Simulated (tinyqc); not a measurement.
From spontaneous polarisation Ps back to misfit strain u_m: Landau-Devonshire theory of a uniaxial ferroelectric. Computed by tinyqc, a small Python program. Command: `OMP_NUM_THREADS=1 python tinyqc.py 3020541 3020542 out.jsonl ferro inv`. One thread of a shared host (Intel(R) Xeon(R) Processor @ 2.30GHz), about 0.02 s of CPU time with the checks.

G(P) = (alpha/2) P^2 + (beta*/4) P^4 + (gamma/6) P^6 - E P per volume, SI units, one domain, P along the polar axis, which is normal to the film.

Inputs (values chosen for the exercise, modelled on lead titanate): alpha_0 = 794000 J m/(C^2 K); Curie-Weiss temperature T0 = 752 K; beta = -2.98e+08 J m^5/C^4; gamma = 1.6e+09 J m^9/C^6; temperature T = 570 K; electrostriction Q12 = -0.026 m^4/C^2; compliance s11 + s12 = 5.5e-12 m^2/N.

Sample: epitaxial film.

Constants: eps_0 = 8.8541878128e-12 F/m.

Method:
- alpha = alpha_0 (T - T0*), with clamping: T0* = T0 + 4 Q12 u_m/(alpha_0 (s11 + s12)), beta* = beta + 4 Q12^2/(s11 + s12).
- Ps^2 = [-beta* + sqrt(beta*^2 - 4 alpha gamma)]/(2 gamma).
- chi = 1/(eps_0 G''), G'' = alpha + 3 beta* P^2 + 5 gamma P^4 at Ps. Ps, chi and the coercive field are for perfect screening, without a depolarising field. The intrinsic coercive field is |alpha P + beta* P^3 + gamma P^5| at the P_c where G'' = 0. 1 C/m^2 = 100 microcoulomb/cm^2.

Problem. A run gave the result below. Find the misfit strain u_m, known to lie between -0.014 and -0.0061.

spontaneous polarisation Ps = 61.09284 microcoulomb/cm^2

Solution.

Each step takes the trial c = (a f_b - b f_a)/(f_b - f_a), f being the result less the target; c replaces end b, the old b replaces a if the sign of f changed, and otherwise f_a is halved.

Scan of the range:
```
misfit strain u_m  spontaneous polarisation Ps (microcoulomb/cm^2)
-0.01400                                                   66.9951
-0.01270                                                   65.8425
-0.01140                                                   64.6314
-0.01000                                                   63.2533
-0.00873                                                   61.9279
-0.00742                                                   60.4745
-0.00610                                                   58.9072
```

False position (Illinois rule) inside the bracket:
```
step        end a        end b        trial  spontaneous polarisation Ps (microcoulomb/cm^2)
1     -0.00873000  -0.00742000  -0.00797734                                          61.1044
2     -0.00742000  -0.00797734  -0.00796714                                          61.0930
3     -0.00742000  -0.00796714  -0.00796687                                          61.0927
4     -0.00796714  -0.00796687  -0.00796700                                          61.0928
```

Spontaneous polarisation Ps falls at every point of a 13-point scan of the range (every second point is shown), so one value fits; it is bracketed by -0.00873 and -0.00742. Answer: misfit strain u_m = -0.007967.
